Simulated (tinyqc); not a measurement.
Absorption coefficient and reflectance from two thicknesses.

Inverse problem. With transparent contact layers the responsivity is (1 - Rf)(1 - exp(-al wi)) q lam/(h c). The second absorber is twice as thick as the first. Find al and Rf.

Parameters, values chosen for the exercise:
```
symbol  value  unit     meaning
lam       850    nm  wavelength
```

Constants: q = 1.602176634e-19 C, h = 6.62607015e-34 J s, c = 299792458 m/s. Results are converted to the units shown.

responsivity for wi = 0.5 and 1 um (A/W): 0.26841096  0.42959056

Solution. The ratio of the responsivities is 1 + exp(-al w1), which gives al; either value then gives 1 - Rf.

al = 1.020e4 1/cm
Rf = 0.02000

Program tinyqc, `OMP_NUM_THREADS=1 python tinyqc.py 2250114 2250115 out.jsonl`; Intel Xeon 2.30GHz, shared host, one thread, about 0.01 s.
